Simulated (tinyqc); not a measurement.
Carrier density against temperature: charge neutrality of a doped semiconductor with incomplete ionisation. Computed by tinyqc, a small Python program. Command: `OMP_NUM_THREADS=1 python tinyqc.py 3005776 3005777 out.jsonl dopant walk`. One thread of a shared host (Intel(R) Xeon(R) Processor @ 2.30GHz), about 0.02 s of CPU time with the checks.

Energies are counted from the top of the valence band; E_D is measured down from the conduction band and E_A up from the valence band.

Inputs (values chosen for the exercise, modelled on germanium):

| quantity | value | unit |
|---|---|---|
| gap at 0 K E_g0 | 0.732 | eV |
| Varshni alpha | 0.000485 | eV/K |
| Varshni beta | 241 | K |
| electron mass m_e | 0.226 | m_0 |
| valleys M_c | 4 | - |
| hole mass m_h | 0.352 | m_0 |
| donor density N_D | 2.3e+16 | cm^-3 |
| acceptor density N_A | 5e+14 | cm^-3 |
| donor depth E_D | 0.0117 | eV |
| acceptor depth E_A | 0.0109 | eV |
| donor degeneracy g_D | 2 | - |
| acceptor degeneracy g_A | 4 | - |

Doping: n-type, compensated. Statistics of the bands: Boltzmann.

Constants: k_B = 8.617333262e-05 eV/K; m_0 = 9.1093837015e-31 kg; k_B = 1.380649e-23 J/K; h = 6.62607015e-34 J s.

Method:
- E_g = E_g0 - alpha T^2/(T + beta).
- N_c = 2 M_c (2 pi m_e k_B T/h^2)^(3/2) and N_v = 2 (2 pi m_h k_B T/h^2)^(3/2), masses in units of m_0.
- n = N_c exp((E_F - E_g)/k_B T), p = N_v exp(-E_F/k_B T).
- N_D+ = N_D/(1 + g_D exp((E_F - E_g + E_D)/k_B T)).
- N_A- = N_A/(1 + g_A exp((E_A - E_F)/k_B T)).
- Neutrality: p + N_D+ = n + N_A-; the log ratio is ln[(p + N_D+)/(n + N_A-)].
- Neutrality is solved by bisection at each T. The last column is -k_B d ln(n T^-3/2)/d(1/T) from this row and the one above; it turns negative as ionisation nears completion, when the density grows more slowly than that power of T.

Against temperature:

| T (K) | n (cm^-3) | E_F from the band edge (eV) | ionised share | activation energy (eV) |
|---|---|---|---|---|
| 4.8 | 2.5509e+05 | 0.01041 | 0.02174 | - |
| 6.2 | 2.2250e+08 | 0.01004 | 0.02174 | 0.011700 |
| 8.5 | 1.3372e+11 | 0.00942 | 0.02174 | 0.011699 |
| 12.0 | 2.2627e+13 | 0.00853 | 0.02272 | 0.011587 |
| 19.0 | 9.8281e+14 | 0.00846 | 0.06447 | 0.008650 |
| 30.0 | 5.3778e+15 | 0.01073 | 0.25555 | 0.004530 |
| 45.0 | 1.2274e+16 | 0.01525 | 0.55537 | 0.001683 |
| 68.0 | 1.8195e+16 | 0.02437 | 0.81283 | -0.002586 |
| 300.0 | 2.2351e+16 | 0.15974 | 0.99352 | -0.015311 |
| 600.0 | 1.4503e+17 | 0.27655 | 0.98822 | 0.042932 |

Between the two coldest rows the activation energy is 0.0117 eV, 1.00 of the dopant depth: with compensation E_F is pinned at the level and the full depth shows. The density is within 10 % of the net doping in one row, 300 K. From 600 K carriers excited across the gap add to it.

Extremes, crossings and ranges named in words are read from the listed rows.
